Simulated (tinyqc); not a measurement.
Critical temperature from a phonon spectrum: McMillan, Allen-Dynes and the linearised Eliashberg equation: one step, computed by the program tinyqc.

alpha^2 F(omega) = sum_i (lambda_i omega_i/2) delta(omega - omega_i), so that lambda = 2 int alpha^2 F/omega d omega = sum_i lambda_i.

Problem. The small kernel at the trial temperature. Linearised Eliashberg equation at omega_n = (2n + 1) pi k_B T, n = 0..N-1: lambda(j) = sum_i lambda_i omega_i^2/(omega_i^2 + (2 pi j k_B T)^2); K_mn = lambda(m - n) + lambda(m + n + 1) - 2 mu*(N) - delta_mn [2m + 1 + lambda(0) + 2 sum_(j=1..m) lambda(j)], with 1/mu*(N) = 1/mu* + ln(omega_rms/omega_N), omega_N = (2N + 1) pi k_B T. T_c is where the largest eigenvalue rho of K is zero.

Inputs (values chosen for the exercise, for a model metal):
```
quantity                                value  unit
peak energy omega_1                      44.9   meV
coupling lambda_1                        2.17     -
Coulomb pseudopotential mu*              0.08     -
trial temperature                         106     K
Matsubara points N in the small matrix      5     -
```

Peaks in alpha^2 F: one.

omega_rms = 44.9 meV

Constants: k_B = 8.617333262e-05 eV/K.

Give: lambda(j), j = 0, 1, ...; mu*(N); K.

Solution.

lambda(j), j = 0, 1, ...: 2.1700  0.8239  0.2880  0.1382  0.0799  0.0519  0.0363  0.0268  0.0206  0.0163

mu*(N) = 0.094789

K:
```
        1       2       3       4        5
1  -0.366   0.922   0.237   0.029   -0.058
2   0.922  -4.699   0.714   0.150   -0.015
3   0.237   0.714  -7.361   0.671    0.125
4   0.029   0.150   0.671  -9.663    0.655
5  -0.058  -0.015   0.125   0.655  -11.833
```
